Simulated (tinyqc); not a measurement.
Comparisons within one model: hole subbands of a hard-walled well, four-band Luttinger model. A value that a table varies takes the place of the one given here.

Hole energies are counted downwards from the unstrained band edge, c = hbar^2/2m0. After the usual block transformation one block is H = [[P + Q - Zs, R - i S], [R + i S, P - Q + Zs]] in (heavy, light), with P +/- Q = c [(g1 +/- g2) k^2 + (g1 -/+ 2 g2) kz^2], R = sqrt(3) c gR k^2, S = 2 sqrt(3) c g3 k kz, kz = -i d/dz; axial approximation gR = (g2 + g3)/2. Zs = b (e_par - e_perp) is the shear part of the strain (the hydrostatic part shifts all levels alike and is left out). Basis sqrt(2/L) sin(n pi z/L), n = 1 to N, for each component: kz^2 gives (n pi/L)^2 and the heavy-light block is R delta_nm - 2 sqrt(3) c g3 k D_nm with D_nm = 4 n m/(L (n^2 - m^2)) for n + m odd, 0 otherwise. The other block has the same levels. The split-off band is left out.

Constants: hbar^2/2m0 = 3.80998211 eV angstrom^2.

Values chosen for the exercise (near those of AlAs; shifted at random, so the results belong to these values and not to a real crystal): g1 = 3.75 (Luttinger gamma1); g2 = 0.82 (gamma2); g3 = 1.42 (gamma3); L = 175 angstrom (well width along [001]); Zs = 0 eV (shear strain energy); k = 0.0168 1/angstrom (wave vector in the plane); Zlist = (-0.0174, -0.0099, -0.0051, -0.0018, 0, 0.0056, 0.0114) eV (shear strain energies (negative: tension in the plane, for b < 0)).

## Which coupling does what

N = 20, at the given k. Diagonal: R = S = 0. Along [100] and [110] gR is g2 and g3 instead of their mean.

Hole energies (meV):
```
model       E1     E2     E3     E4
diagonal  7.51   9.77  15.28  28.23
R alone   6.26  11.01  14.98  28.11
S alone   6.32   6.57  16.49  19.81
axial     4.87   7.69  16.55  19.85
[100]     5.31   7.41  16.52  19.83
[110]     4.41   7.94  16.60  19.88
```

What can be read from the table?

The couplings move E1 by -2.64 meV: R alone by -1.24, S alone by -1.19, so R matters more at k L/pi = 0.94 (R grows as k^2 and joins equal n, S as k and joins n of opposite parity). Warping spreads E1 by 0.90 meV between [100] and [110], the hole being heavier along [110]; the axial value lies between them.

## Strain

N = 20. dE is the rise of the top subband from k = 0 to k1 = pi/(4L), m1 = c k1^2/dE (dash if dE is not positive), and the heavy weight is taken at k = pi/L.

Top subband:
```
Zs (eV)  HH1 (meV)  LH1 (meV)  dE (meV)  heavy weight  m1 (m0)
-0.0174       20.0      -10.8     0.176         0.022    0.435
-0.0099       12.5       -3.3     0.148         0.054    0.520
-0.0051        7.7        1.5     0.097         0.132    0.787
-0.0018        4.4        4.8     0.180         0.327    0.426
0.0000         2.6        6.6     0.272         0.580    0.282
0.0056        -3.0       12.2     0.299         0.941    0.257
0.0114        -8.8       18.0     0.312         0.976    0.246
```

What can be read from the table?

HH1 and LH1 cross at Zs = -2 c g2 (pi/L)^2 = -0.0020 eV; for more negative Zs the light hole is on top. Among the rows with HH1 on top, m1 goes from 0.426 to 0.246 m0 as the splitting widens from 0 to 27 meV, against the unmixed 1/(g1 + g2) = 0.219: compression lightens the holes here. m1 describes the neighbourhood of k = 0 only; where HH1 and LH1 lie close, the band may peak further out.

## What each parameter does

N = 20; the three lowest hole energies at the given k and the heavy weight of the lowest. Each row changes one parameter from the base and keeps the others.

Results:
```
case                   E1 (meV)  E2 (meV)  E3 (meV)  heavy weight
base                       4.87      7.69     16.55         0.619
g1 = 4.05                  5.67      8.73     18.09         0.634
g2 = 0.74                  4.99      7.80     16.92         0.613
g3 = 1.31                  5.17      8.02     16.45         0.640
L = 165 angstrom           5.34      8.31     17.99         0.659
Zs = 0.01 eV              -3.30      2.65     13.80         0.977
k = 0.0118 1/angstrom      4.12      6.50     13.83         0.864
```

What does this show?

The largest shifts from the base row, up to three for each result and ties (the steps differ in size, so this ranks the rows, not the parameters). E1 (meV): Zs -8.17, g1 +0.80, k -0.75. E2 (meV): Zs -5.04, k -1.20, g1 +1.03. E3 (meV): Zs -2.76, k -2.72, g1 +1.54. heavy weight: Zs +0.358, k +0.244, L +0.040.

Run: tinyqc, `OMP_NUM_THREADS=1 python tinyqc.py 1252215 1252216 out.jsonl`; Intel(R) Xeon(R) Processor @ 2.30GHz, one thread, shared host; about 0.1 s of CPU time with all checks.
